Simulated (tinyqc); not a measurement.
# Metal gate on a two-layer dielectric stack with fixed charge and a dipole: flat band against the thickness t2

Gate, layer 2, layer 1, p-type semiconductor; x runs from the gate inwards. Charges are counted in units of +q. psi is the band bending at the surface, positive towards inversion. Classical charge, Boltzmann statistics, no interface traps.

EOT = 3.9 (t1/e1 + t2/e2), Cox = eps0/(t1/e1 + t2/e2); phi_ms = pM - (chi + Eg - Vt ln(Nv/Na)). Vfb = phi_ms + Vd - (q/eps0) [Q1 (t1/e1 + t2/e2) + Q2 t2/e2 + r1 (t1^2/(2 e1) + t1 t2/e2) + r2 t2^2/(2 e2)]: each charge counts with its electrical distance from the gate. ni = sqrt(Nc Nv) exp(-Eg/(2 Vt)), Eg in volts, pB = Vt ln(Na/ni), Vth = Vfb + 2 pB + sqrt(4 q eps0 eps_r Na pB)/Cox.

Values chosen for this exercise; band and dielectric values close to those of silicon, layer 1 close to silicon dioxide, layer 2 close to hafnium oxide: temperature T = 300 K; band gap Eg = 1.11 eV; relative permittivity eps_r = 11.8; conduction-band density of states at T Nc = 2.84e19 cm^-3; valence-band density of states at T Nv = 2.68e19 cm^-3; electron affinity chi = 4.08 eV; acceptor density Na = 3.2e17 cm^-3; work function of the gate metal pM = 4.48 eV; thickness of layer 1, next to the semiconductor t1 = 0.9 nm; relative permittivity of layer 1 e1 = 3.84; relative permittivity of layer 2 e2 = 21.5; fixed charge at the semiconductor interface Q1 = 2.5e11 cm^-2; fixed charge between the layers Q2 = 4.8e11 cm^-2; uniform charge density in layer 1 r1 = 0 cm^-3; uniform charge density in layer 2 r2 = 0 cm^-3; flat-band shift by a dipole layer between the layers Vd = 0 V.

Constants: q = 1.602176634e-19 C, kB = 1.380649e-23 J/K, Vt = kB T/q, eps0 = 8.8541878128e-14 F/cm where lengths are in cm. Results are converted to the units shown.

Results:
```
t2 (nm)  EOT (nm)   Vfb (V)  Vth (V)
1          1.0955  -0.61228  0.36467
2          1.2769  -0.61842  0.37465
3          1.4582  -0.62457  0.38463
5          1.8210  -0.63685  0.40459
6          2.0024  -0.64300  0.41457
7          2.1838  -0.64914  0.42456
8          2.3652  -0.65529  0.43454
```

Estimate the missing row, t2 = 4 nm.

Computed row:
```
t2 (nm)  EOT (nm)   Vfb (V)  Vth (V)
4          1.6396  -0.63071  0.39461
```

With this row back in the table: Vfb falls from -0.612 to -0.655 V and Vth rises from 0.365 to 0.435 V. The slope dVfb/dEOT is -33.9 mV/nm between the first two rows and -33.9 between the last two: a straight line, set by the charge below the growing layer, which reads as 7.30e11 cm^-2. A line through the end rows meets EOT = 0 at -0.575 V, against phi_ms + Vd = -0.596 V; an effective work function read from it is off by 20.4 mV from pM.

tinyqc, about 0.01 s, one thread, Intel Xeon 2.30GHz (shared host): `OMP_NUM_THREADS=1 python tinyqc.py 2010105 2010106 out.jsonl`
